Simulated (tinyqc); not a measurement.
Geometry optimisation on the RHF/sto-3g surface (energies and gradients from PySCF), for BeH+, spin multiplicity 1, step by step. One step of it, computed by the program tinyqc.

Task: Step 2: move. Quasi-Newton step p = -H^(-1) g (the inverse Hessian comes from BFGS updates; coordinates in the order x, y, z of each atom); steps longer than 0.5 bohr are cut back.

positions after step 1 (bohr), order 1Be, 2H:
$$\begin{pmatrix}
0.000000 & 0.000000 & 0.353553 \\
0.000000 & 0.000000 & 2.501823
\end{pmatrix}$$

gradient (hartree/bohr), order 1Be, 2H:
$$\begin{pmatrix}
0.00000000 & 0.00000000 & 0.10882162 \\
0.00000000 & 0.00000000 & -0.10882162
\end{pmatrix}$$

inverse Hessian in use (bohr^2/hartree):
$$\begin{pmatrix}
6.666667 & 0.000000 & 0.000000 & 0.000000 & 0.000000 & 0.000000 \\
0.000000 & 6.666667 & 0.000000 & 0.000000 & 0.000000 & 0.000000 \\
0.000000 & 0.000000 & 4.413997 & 0.000000 & 0.000000 & 2.252670 \\
0.000000 & 0.000000 & 0.000000 & 6.666667 & 0.000000 & 0.000000 \\
0.000000 & 0.000000 & 0.000000 & 0.000000 & 6.666667 & 0.000000 \\
0.000000 & 0.000000 & 2.252670 & 0.000000 & 0.000000 & 4.413997
\end{pmatrix}$$

Give: positions after step 2.

Result:

positions after step 2 (bohr), order 1Be, 2H:
$$\begin{pmatrix}
0.000 & 0.000 & 0.118 \\
0.000 & 0.000 & 2.737
\end{pmatrix}$$
